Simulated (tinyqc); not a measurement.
# Admittance spectroscopy and thermally stimulated current of one trap level in a depletion layer, step by step

A worked calculation. Computed by tinyqc, a small Python program that keeps every step. Command: `OMP_NUM_THREADS=1 python tinyqc.py 3110106 3110107 out.jsonl admit walk`. One thread of a shared host (Intel(R) Xeon(R) Processor @ 2.30GHz), about 0.01 s of CPU time with the checks. Intermediate numbers are printed to about 7 digits and carried at full precision; extremes and crossings named in words are read from the listed rows.

A Schottky junction on n-type material holds one donor-like electron trap; shallow donors are fully ionised and abrupt depletion edges are assumed.

Inputs (values chosen for the exercise, modelled on n-type 4H-SiC):

| quantity | value | unit |
|---|---|---|
| dielectric constant eps | 9.88 | - |
| density-of-states mass m | 0.795 | m_0 |
| shallow doping N | 5.5e+15 | 1/cm^3 |
| trap density N_t | 1.4e+15 | 1/cm^3 |
| trap depth E_t below the band | 0.259 | eV |
| capture cross section sigma | 1.2e-17 | cm^2 |
| band bending V_b | 1.7 | V |
| test frequency f | 200 | Hz |
| heating rate beta | 1.9 | K/s |

Constants: k_B = 1.380649e-23 J/K; m_0 = 9.1093837015e-31 kg; h = 6.62607015e-34 J s; k_B = 8.617333262e-05 eV/K; eps_0 = 8.8541878128e-12 F/m; e = 1.602176634e-19 C.

## Temperature of the peak

N_c = 2 (2 pi m k_B T/h^2)^(3/2), v_th = sqrt(3 k_B T/m), emission rate e_n = sigma v_th N_c exp(-E_t/(k_B T)). Where the level crosses the Fermi level capture equals emission, so the trap follows the signal with the rate 2 e_n; G/omega peaks at omega = 2 e_n (the correction for large N_t/N is left out). Solve 2 e_n(T_p) = 2 pi f.

peak temperature T_p = 206.4173 K

N_c at T_p = 1.015220e+19 1/cm^3

e_n at T_p = 628.3185 1/s

E_c - E_F = k_B T_p ln(N_c/N) = 0.1337757 eV

## The capacitance step

With E_c - E_F = k_B T_p ln(N_c/N): lambda = sqrt(2 eps eps_0 (E_t - (E_c - E_F))/(e^2 N)); traps are empty and charged for x < x_t = w - lambda, and V_b = e (N w^2 + N_t x_t^2)/(2 eps eps_0). High frequency: C_hf = eps eps_0/w. Low frequency: C_lf = eps eps_0 (N + N_t)/(N w + N_t x_t).

lambda = 157.6796 nm

depletion width w = 546.7978 nm

crossing point x_t = 389.1182 nm

C_hf = 15.99849 nF/cm^2

C_lf = 16.99273 nF/cm^2

step (C_lf - C_hf)/C_hf = 0.06214582

small-N_t estimate (N_t/N)(lambda/w) = 0.07340307

Reading N_t/N straight from the step would give 0.0621 against the true 0.255: the factor lambda/w must be known.

## Scan in temperature at fixed frequency

With x = omega/(2 e_n): C = C_hf + (C_lf - C_hf)/(1 + x^2), G/omega = (C_lf - C_hf) x/(1 + x^2); C_hf and C_lf are held at their values at T_p.

Admittance:

| T (K) | omega/(2 e_n) | C (nF/cm^2) | G/omega (nF/cm^2) |
|---|---|---|---|
| 181.6 | 9.450206 | 16.00950 | 0.1040432 |
| 189.9 | 4.192420 | 16.05201 | 0.2243853 |
| 196.1 | 2.383632 | 16.14729 | 0.3546851 |
| 202.3 | 1.400242 | 16.33430 | 0.4702219 |
| 206.4 | 1.001393 | 16.49491 | 0.4971191 |
| 210.5 | 0.725006 | 16.65018 | 0.4724786 |
| 216.7 | 0.454687 | 16.82239 | 0.3746187 |
| 225.0 | 0.252850 | 16.93298 | 0.2362869 |
| 235.3 | 0.128836 | 16.97649 | 0.1260022 |

The peak of G/omega is half the step, 0.497 nF/cm^2. Its full width is near 2 ln(2 + sqrt3) k_B T_p^2/(E_t + 2 k_B T_p) = 32.8 K.

## Arrhenius plot

T_p for 0.1, 0.3, 1, 3 and 10 f; least-squares lines of ln(e_n/T^2) and of ln(e_n) against 1/(k_B T), e_n = pi f; sigma = exp(intercept)/(v_th N_c/T^2).

Peaks:

| f (Hz) | T_p (K) | 1/(k_B T) (1/eV) | ln(e_n/T^2) | ln(e_n) |
|---|---|---|---|---|
| 20 | 181.0480 | 64.09636 | -6.257062 | 4.140462 |
| 60 | 192.3726 | 60.32312 | -5.279794 | 5.239074 |
| 200 | 206.4173 | 56.21872 | -4.216753 | 6.443047 |
| 600 | 221.0185 | 52.50474 | -3.254833 | 7.541660 |
| 2000 | 239.4010 | 48.47314 | -2.210648 | 8.745632 |

depth from e_n/T^2 = 0.259 eV

cross section from the intercept = 1.20e-17 cm^2

depth without the T^2 = 0.2947173 eV

Leaving out T^2 adds 36 meV, near 2 k_B T_p = 36 meV.

## Thermally stimulated current

Thermally stimulated current without retrapping: filled share n(T) = exp(-(1/beta) int e_n dT), current proportional to e_n n; the peak obeys beta (E_t/(k_B T^2) + 2/T) = e_n(T). The integral starts at 0.5 T_m and uses 4000 trapezoid steps to 1.2 T_m. Chen's first-order estimate from the full width W = T_2 - T_1 between the half-height points: E = 2.52 k_B T_m^2/W - 2 k_B T_m.

peak temperature T_m = 140.5371 K

lower half-height T_1 = 132.4798 K

upper half-height T_2 = 146.4154 K

filled share at T_m = 0.3958902

E_t/(k_B T_m) = 21.38631

symmetry factor (T_2 - T_m)/(T_2 - T_1) = 0.4218137

depth by Chen's formula = 0.2835523 eV

The slow ramp empties the trap at 141 K, far below the admittance peak at 206 K, since the rate asked for is 0.32 per second instead of 630. Chen's formula, made for a constant prefactor, gives 25 meV more than E_t.

Checks made by the program: C_lf against dQ/dV by differences (relative difference below 1e-10); depth recovered (relative difference below 1e-10); peak of the integrated curve (relative difference 3e-05).
